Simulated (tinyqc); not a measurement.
# Density of surface states from the Kelvin-probe reading

Problem. n-type bulk, xi = Ec - EF = Vt ln(Nc/Nd), p0 = ni^2/Nd, ni = sqrt(Nc Nv) exp(-Eg/(2 Vt)), Eg in volts. b is the upward band bending, u = b/Vt. Space charge per area, in units of q: Qc = sign(b) sqrt((2 eps0 eps_r Vt/q) [(Nd + dn)(exp(-u) - 1) + Nd u + (p0 + dn)(exp(u) - 1)]), with dn the excess density under light (flat quasi-Fermi levels; 0 in the dark). The states hold -Ds (E0 - xi - b): negative while the Fermi level lies above the neutrality level. Neutrality: Qc + Qf + (charge of the states) = 0. Work function chi + xi + b; contact potential difference CPD = (work function of the sample) - pt. Find b, Qc and Ds.

Inputs (values chosen for the exercise); band and dielectric values close to those of germanium: temperature T = 300 K; band gap Eg = 0.672 eV; relative permittivity eps_r = 16.2; conduction-band density of states at T Nc = 1.06e19 cm^-3; valence-band density of states at T Nv = 5.96e18 cm^-3; electron affinity chi = 3.98 eV; donor density Nd = 5.3e17 cm^-3; fixed positive charge at the surface Qf = 0 cm^-2; work function of the probe tip pt = 4.96 eV; depth of their neutrality level below the conduction edge E0 = 0.25 eV.

Constants: q = 1.602176634e-19 C, kB = 1.380649e-23 J/K, Vt = kB T/q, eps0 = 8.8541878128e-14 F/cm where lengths are in cm. Results are converted to the units shown.

CPD = -738.19059 mV

Solution. The CPD gives b, b gives Qc, and neutrality gives Ds.

b = 0.164 V
Qc = 1.15e12 cm^-2
Ds = 1.40e14 cm^-2 eV^-1

Numbers from tinyqc (`OMP_NUM_THREADS=1 python tinyqc.py 2430130 2430131 out.jsonl`; about 0.01 s on one thread of a shared Intel Xeon 2.30GHz).
